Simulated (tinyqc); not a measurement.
Anisotropic wet etching of Si(100): plane rates, V-grooves, membranes and undercut: one step, computed by the program tinyqc.

A long slot opens the mask on a (100) wafer. The floor etches at R100; (111) walls stand at theta = arctan(sqrt2) = 54.7356 degrees to the surface and recede at R111 along their normal.

Task: Designing a membrane from the back side. Etch depth d - membrane, time = depth/R100; for a membrane as wide as w the opening must be w + sqrt2 depth - 2 u time; oxide mask consumed R_ox x time; a 1 K error changes the depth by the fraction E/(k_B T^2); a convex mask corner, such as that of a mesa, would retreat by c x depth.

Inputs (values chosen for the exercise, close to those used for potassium hydroxide solutions):
```
quantity                                                                  value  unit
activation energy of (100), E                                             0.592    eV
corner undercut rate over (100) rate, c                                     2.7     -
bath temperature T                                                           50     C
width w (mask opening along <110>, or membrane width in the design step)    620    um
wafer thickness d                                                           380    um
membrane thickness wanted                                                    28    um
```

R100 = 0.2925936 um/min

lateral rate u = 0.01112186 um/min

R_ox = 6.700074e-04 um/min

Constants: k_B = 8.617333262e-05 eV/K.

Give: time to reach the membrane; opening needed; oxide consumed; depth error per kelvin; retreat of a convex corner.

Result:

time to reach the membrane = 1203.0 min

opening needed = 1091.0 um

oxide consumed = 806.04 nm

depth error per kelvin = 23.157 um

retreat of a convex corner = 950.4 um

The error per kelvin is 83 % of the membrane, so a timed etch cannot hold it and an etch stop is needed. A corner retreat larger than the depth shows why mesas need compensation structures. Caution: rates also depend on concentration, doping, additives and stirring, all held fixed here.
